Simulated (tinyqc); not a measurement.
Self-heating of a transistor with one or more fingers, with temperature-dependent conductivity: one step, computed by the program tinyqc. Command: `OMP_NUM_THREADS=1 python tinyqc.py 3015298 3015299 out.jsonl selfheat walk`. One thread of a shared host (Intel(R) Xeon(R) Processor @ 2.30GHz), about 0.05 s of CPU time with the checks.

N long parallel fingers lie on the top face of a slab whose bottom is held at T_0; the top is otherwise insulated, and heat flows in two dimensions. P in W/mm is 1000 P in W/m.

Task: Linear temperature rise of each finger. theta_i = (P/(pi kappa_0)) [g_0 + sum over j != i of g(|i - j| s)], with equal powers and constant conductivity; thermal resistance = largest theta/P.

Inputs (values chosen for the exercise, modelled on sapphire): conductivity at the base temperature kappa_0 = 32.9 W/(m K); power per gate width P = 0.88 W/mm; fingers N = 3.

Power: power rises with temperature.

own factor g_0 = 8.947827

g(j s), j = 1..7: 1.640596  0.984343  0.636368  0.421908  0.282600  0.190131  0.128172

Give: theta of each finger; largest theta; thermal resistance.

Result:

theta of each finger (K): 98.53  104.12  98.53

largest theta = 104.12 K

thermal resistance = 118.32 K mm/W

The neighbours supply 27 % of the rise of the hottest finger, which runs 5.6 K above the outer ones.
